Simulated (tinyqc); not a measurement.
Long-channel MOSFET, surface-potential model: one step of the calculation.

n-channel transistor on a uniformly doped p-type body, gradual-channel approximation, constant mobility, Boltzmann statistics, full ionisation. Potentials are counted from the neutral body; V is the electron quasi-Fermi potential, Vsb at the source and Vsb + Vds at the drain. Charges are magnitudes per area.

Problem. Inversion charge along the channel. The surface potential psi at channel potential V solves Vgs + Vsb - Vfb - psi = gamma sqrt(G), G = psi - Vt + Vt exp((psi - 2 phiF - V)/Vt). Charge sheet: Qi = Cox gamma [sqrt(G) - sqrt(psi - Vt)]. Pao-Sah: Qi = (Cox gamma/2) integral from 3 Vt to psi of exp((u - 2 phiF - V)/Vt)/sqrt(G(u, V)) du.

Values chosen for this exercise; material values those of a made-up semiconductor:
- T = 350 K (temperature)
- Vfb = -0.95 V (flat-band voltage)
- Vsb = 1 V (source-body reverse bias)
- Vgs = 0.27 V (gate-source voltage)

Constants: q = 1.602176634e-19 C, kB = 1.380649e-23 J/K, Vt = kB T/q. Results are converted to the units shown.

| point | V (V) |
|---|---|
| 0 | 1 |
| 1 | 1.025 |
| 2 | 1.05 |
| 3 | 1.075 |
| 4 | 1.1 |
| 5 | 1.125 |
| 6 | 1.15 |
| 7 | 1.175 |
| 8 | 1.2 |

phiF = 0.58007124 V
Cox = 1.9962169 uF/cm^2
gamma = 0.12314779 V^0.5

Find: psi; Qi, charge sheet; Qi, Pao-Sah.

Solution.

| point | psi (V) | Qi, charge sheet (nC/cm^2) | Qi, Pao-Sah (nC/cm^2) |
|---|---|---|---|
| 0 | 2.045 | 0.05771 | 0.05815 |
| 1 | 2.045 | 0.02520 | 0.02540 |
| 2 | 2.045 | 0.01101 | 0.01109 |
| 3 | 2.045 | 0.004805 | 0.004842 |
| 4 | 2.045 | 0.002098 | 0.002114 |
| 5 | 2.045 | 9.156e-4 | 9.227e-4 |
| 6 | 2.045 | 3.997e-4 | 4.028e-4 |
| 7 | 2.045 | 1.745e-4 | 1.758e-4 |
| 8 | 2.045 | 7.617e-5 | 7.675e-5 |

At the source the charge-sheet charge is 0.76 % below the Pao-Sah one.

tinyqc, about 0.07 s, one thread, Intel Xeon 2.30GHz (shared host): `OMP_NUM_THREADS=1 python tinyqc.py 2360168 2360169 out.jsonl`
